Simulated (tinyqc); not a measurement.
Inside a calculation: temperature and isotope dependence of a band gap in oscillator models. Values are carried at full precision from step to step, so a last printed digit may differ when a step is redone from the rounded ones.

E(T) = E0 - sum_i sl_i th_i n_i(T), n = 1/(exp(th/T) - 1). The same coupling lowers the gap at 0 K by the zero-point term ZP = sum_i sl_i th_i/2, so the gap of the static lattice is E0 + ZP. Thermal expansion is taken as part of the slopes.

Inputs chosen for the exercise (near those of Si; not measured data):
- E0 = 1.171 eV (gap at 0 K)
- th = (124, 478) K (temperatures of two oscillators)
- sl = (0.1324, 0.1686) meV/K (their high-temperature slopes)
- T = 400 K (temperature)
- M = 28.05 u (mean atomic mass)
- dM = 1.8 u (change of the mean mass (not bounded by the natural isotopes))
- T12 = (250, 650) K (temperatures of the fits)

## The gap at T

Give the occupations, the two terms, the gap, ZP and the static gap.

n_i: 2.75160  0.43411

terms (meV): 45.175  34.985

E(T) = 1.0908 eV
ZP = 48.50 meV
static gap = 1.2195 eV

The thermal fall, 80.2 meV, is larger than the zero-point term, 48.5 meV; the soft oscillator supplies 56 % of the fall but 17 % of ZP. A calculation with clamped ions should be compared with the static gap.

## Slope and asymptote

dE/dT = -sum sl_i (th_i/T)^2 n_i (1 + n_i). At high T, n -> T/th - 1/2, so E -> E0 + ZP - (sum sl_i) T. Give the slope, its ratio to the limit, and the value at 0 K of the tangent drawn at T.

dE/dT = -0.2812 meV/K
ratio to the limiting slope = 0.9343
intercept of the tangent = 1.2033 eV
intercept - E0 = 32.33 meV

The tangent recovers 67 % of ZP: the extrapolation works only from T well above the higher oscillator (478 K).

## Isotope effect

With M -> M + dM the oscillator temperatures scale as M^(-1/2) and the slopes stay. Give th, ZP, E0 (static gap fixed) and E(T) for the new mass, and the linear rule dE0 = ZP dM/(2 M).

th (K): 120.20  463.36

ZP = 47.019 meV
shift of E0 = 1.485 meV
linear rule = 1.556 meV
shift of E(T) = 0.488 meV

The heavier crystal has the wider gap. At 400 K 33 % of the shift at 0 K is left; it fades at high T, where the motion is classical and the mean-square amplitude no longer depends on mass.

## Two common fits

Two-parameter forms are made to pass through the falls at the two temperatures T12: Varshni aV T^2/(T + bV), from the line T^2/fall = (T + bV)/aV; one oscillator s1 t1/(exp(t1/T) - 1), with t1 from the ratio of the falls.

Give the falls and the parameters.

falls (meV): 39.5425  152.3015

aV = 0.3351 meV/K
bV = 280 K
t1 = 282.8 K
s1 = 0.2936 meV/K
ZP of the one-oscillator fit = 41.5 meV

The limiting slope of the model is 0.3010 meV/K; Varshni puts it +11 % off and one oscillator -2 %. The ZP of the fit differs from the true one by -7.0 meV.

## Checks

- Slope by finite differences against the formula (meV/K): both 0.28124.
- Fall at 20 times the higher oscillator temperature against the asymptote (meV): 2829.4 against 2829.1.

Program tinyqc; command `OMP_NUM_THREADS=1 python tinyqc.py 1880317 1880318 out.jsonl`; about 0.01 s on one thread of a shared Intel(R) Xeon(R) Processor @ 2.30GHz.
